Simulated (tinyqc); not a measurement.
Punch-through p+-n junction, ionisation integral and breakdown: one step of the calculation.

A p+ layer at x < 0 and an n drift layer from x = 0 to L on an n+ substrate. Depletion approximation, built-in voltage neglected. Local ionisation coefficients alpha_n = an exp(-(bn/E)^mx), alpha_p = ap exp(-(bp/E)^mx). Electrons move towards +x, holes towards x = 0.

Task. Field and ionisation coefficients on a grid. W = sqrt(2 eps0 eps_r V/(q N)), peak field E0 = q N W/(eps0 eps_r), falling linearly to 0 at W; if W > L the layer is punched through: W = L, E0 = V/L + q N L/(2 eps0 eps_r), falling linearly to E1 = V/L - q N L/(2 eps0 eps_r). Grid: 12 equal steps from 0 to fr W.

Parameters, values chosen for the exercise; material values close to those of 4H silicon carbide:
- eps_r = 9.69 (relative permittivity)
- an = 1.68e8 1/cm (prefactor of the electron ionisation coefficient)
- bn = 3.14e7 V/cm (field constant for electrons)
- ap = 3.54e8 1/cm (prefactor of the hole ionisation coefficient)
- bp = 2.5e7 V/cm (field constant for holes)
- mx = 1 (exponent)
- N = 9e16 cm^-3 (donor density of the drift layer)
- L = 1.3 um (thickness of the drift layer)
- V = 257 V (reverse voltage)
- fr = 1 (share of the depleted width that the grid covers)

Constants: q = 1.602176634e-19 C, eps0 = 8.8541878128e-14 F/cm where lengths are in cm. Results are converted to the units shown.

Give: W; x; E; alpha_n; alpha_p.

Result.

W = 1.300 um

```
point,x (um),E (kV/cm),alpha_n (1/cm),alpha_p (1/cm)
0,0.000,3069,6059,1.027e5
1,0.108,2887,3179,6.146e4
2,0.217,2705,1529,3.432e4
3,0.325,2523,661.6,1.762e4
4,0.433,2341,251.3,8151
5,0.542,2159,81.10,3312
6,0.650,1977,21.25,1140
7,0.758,1795,4.242,316.1
8,0.867,1613,0.5886,65.60
9,0.975,1431,0.04941,9.124
10,1.083,1249,0.002013,0.7139
11,1.192,1067,2.751e-5,0.02340
12,1.300,884.5,6.421e-8,1.878e-4
```

Program tinyqc, `OMP_NUM_THREADS=1 python tinyqc.py 2120022 2120023 out.jsonl`; Intel Xeon 2.30GHz, shared host, one thread, about 0.08 s.
